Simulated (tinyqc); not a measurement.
Worked calculation: RHF in the 6-31g basis, for He, spin multiplicity 1. Computed by tinyqc, a small Python program that keeps every step (integrals from PySCF). Settings: charge = 0, multiplicity = 1, basis = 6-31g, energy threshold = 1e-08, iteration cap = 87, orthogonalisation = canonical, start = core, DIIS depth = 0, method = RHF. Command: `OMP_NUM_THREADS=1 python tinyqc.py 29064 29065 out.jsonl` (the two numbers bound the seeds that draw the settings). One thread of a shared host (Intel(R) Xeon(R) Processor @ 2.60GHz), about 0.03 s of CPU time with the checks. Later iterations appear only in the table of the cycle.

## One-electron integrals

Geometry (angstrom):
```
atom       x       y       z
He    0.0000  0.0000  0.0000
```

Basis 6-31g: exponents (1/bohr^2) and contraction coefficients of normalised primitives:
```
element  l (shell)  exponent  coefficient
He           s (1)   38.4216       0.0401
He           s (1)    5.7780       0.2612
He           s (1)    1.2418       0.7932
He           s (2)    0.2980       1.0000
```

Overlap, kinetic and nuclear-attraction integrals over the contracted functions; the nuclear repulsion is the sum of Za Zb / Rab.

nuclear repulsion = 0 hartree

overlap S:
```
        1He 1s  1He 2s
1He 1s  1.0000  0.6341
1He 2s  0.6341  1.0000
```

kinetic energy T (hartree):
```
        1He 1s  1He 2s
1He 1s  2.9257  0.4672
1He 2s  0.4672  0.4469
```

nuclear attraction V (hartree):
```
         1He 1s   1He 2s
1He 1s  -4.8053  -2.0136
1He 2s  -2.0136  -1.7421
```

core Hamiltonian H = T + V (hartree):
```
         1He 1s   1He 2s
1He 1s  -1.8796  -1.5464
1He 2s  -1.5464  -1.2952
```

## Two-electron integrals

Functions are numbered as in S; the eight-fold symmetry (ij|kl) = (ji|kl) = (kl|ij) leaves the list below.

Two-electron integrals (ij|kl) in chemists' order, unique and non-zero (hartree):
```
(11|11) 1.5439   (21|11) 0.7854   (21|21) 0.4270   (22|11) 0.8040
(22|21) 0.4762   (22|22) 0.6159
```

## Orthogonalisation

S = U s U^T; canonical form X = U s^(-1/2), so that X^T S X = 1. Each column of U has its largest component positive (the first on a tie).

eigenvalues of S: 0.3659  1.6341

X:
```
              1       2
1He 1s   1.1690  0.5531
1He 2s  -1.1690  0.5531
```

## Starting guess

The start is the orbitals of the core Hamiltonian; D = 2 C_occ C_occ^T.

D at the start:
```
        1He 1s  1He 2s
1He 1s  1.1936  0.4822
1He 2s  0.4822  0.1948
```

## Iteration 1: building the Fock matrix

J_ij = sum D_kl (ij|kl), K_ij = sum D_kl (ik|jl); F = H + J - 0.5 K; E = tr D H + tr D J / 2 - 0.25 tr D K + E_nn.

Coulomb J (hartree):
```
        1He 1s  1He 2s
1He 1s  2.7570  1.4421
1He 2s  1.4421  1.5388
```

exchange K (hartree):
```
        1He 1s  1He 2s
1He 1s  2.6835  1.6239
1He 2s  1.6239  1.0889
```

Fock matrix F (hartree):
```
         1He 1s   1He 2s
1He 1s  -0.4644  -0.9162
1He 2s  -0.9162  -0.3008
```

total energy of this density = -2.741907 hartree

## Iteration 1: diagonalisation and new density

Diagonalise F' = X^T F X, C = X C', fill 1 alpha and 1 beta electrons from the bottom; D = 2 C_occ C_occ^T. Each column has its largest component positive (the first on a tie).

F' = X^T F X (hartree):
```
         1        2
1   1.4585  -0.1058
2  -0.1058  -0.7948
```

orbital energies (hartree): MO1 -0.7998, MO2 1.4635

coefficients C:
```
           MO1      MO2
1He 1s  0.6072  -1.1419
1He 2s  0.4978   1.1937
```

D after iteration 1:
```
        1He 1s  1He 2s
1He 1s  0.7375  0.6046
1He 2s  0.6046  0.4957
```

## Iteration 2: building the Fock matrix

As before.

Coulomb J (hartree):
```
        1He 1s  1He 2s
1He 1s  2.4869  1.3317
1He 2s  1.3317  1.4740
```

exchange K (hartree):
```
        1He 1s  1He 2s
1He 1s  2.3001  1.5596
1He 2s  1.5596  1.1961
```

Fock matrix F (hartree):
```
         1He 1s   1He 2s
1He 1s  -0.5427  -0.9945
1He 2s  -0.9945  -0.4192
```

total energy of this density = -2.854412 hartree

## Iteration 2: diagonalisation and new density

As before.

F' = X^T F X (hartree):
```
         1        2
1   1.4037  -0.0799
2  -0.0799  -0.9029
```

orbital energies (hartree): MO1 -0.9057, MO2 1.4065

coefficients C:
```
           MO1      MO2
1He 1s  0.5932  -1.1492
1He 2s  0.5124   1.1875
```

D after iteration 2:
```
        1He 1s  1He 2s
1He 1s  0.7039  0.6079
1He 2s  0.6079  0.5251
```

## Iteration 3: building the Fock matrix

As before.

Coulomb J (hartree):
```
        1He 1s  1He 2s
1He 1s  2.4639  1.3221
1He 2s  1.3221  1.4683
```

exchange K (hartree):
```
        1He 1s  1He 2s
1He 1s  2.2660  1.5513
1He 2s  1.5513  1.2030
```

Fock matrix F (hartree):
```
         1He 1s   1He 2s
1He 1s  -0.5487  -0.9999
1He 2s  -0.9999  -0.4284
```

total energy of this density = -2.855156 hartree

## Iteration 3: diagonalisation and new density

As before.

F' = X^T F X (hartree):
```
         1        2
1   1.3978  -0.0778
2  -0.0778  -0.9109
```

orbital energies (hartree): MO1 -0.9135, MO2 1.4004

coefficients C:
```
           MO1      MO2
1He 1s  0.5922  -1.1498
1He 2s  0.5135   1.1870
```

D after iteration 3:
```
        1He 1s  1He 2s
1He 1s  0.7013  0.6082
1He 2s  0.6082  0.5274
```

## Iteration 6 (converged): orbitals

converged F (hartree):
```
         1He 1s   1He 2s
1He 1s  -0.5492  -1.0004
1He 2s  -1.0004  -0.4292
```

As before.

F' = X^T F X (hartree):
```
         1        2
1   1.3973  -0.0776
2  -0.0776  -0.9115
```

orbital energies (hartree): MO1 -0.9141, MO2 1.3999

coefficients C:
```
           MO1      MO2
1He 1s  0.5921  -1.1498
1He 2s  0.5136   1.1870
```

D after iteration 6:
```
        1He 1s  1He 2s
1He 1s  0.7011  0.6082
1He 2s  0.6082  0.5275
```

## Convergence

Stop when the energy changes by less than 1e-08 hartree and every element of the error matrix X^T (F D S - S D F) X is below 3e-05.

Course of the cycle:
```
iteration  E (hartree)     change  largest element of the error matrix
1            -2.741907          -                             6.75e-01
2            -2.854412  -1.13e-01                             5.65e-02
3            -2.855156  -7.44e-04                             4.31e-03
4            -2.855160  -4.31e-06                             3.26e-04
5            -2.855160  -2.47e-08                             2.47e-05
6            -2.855160  -1.42e-10                             1.87e-06
```

PySCF RHF in the same basis = -2.855160 hartree

Converged in 6 iterations.

## Populations

Mulliken: Z minus the diagonal of D S on the atom; Loewdin: the same with S^(1/2) D S^(1/2).

Charges (e):
```
atom  Mulliken  Loewdin
1He          0        0
```
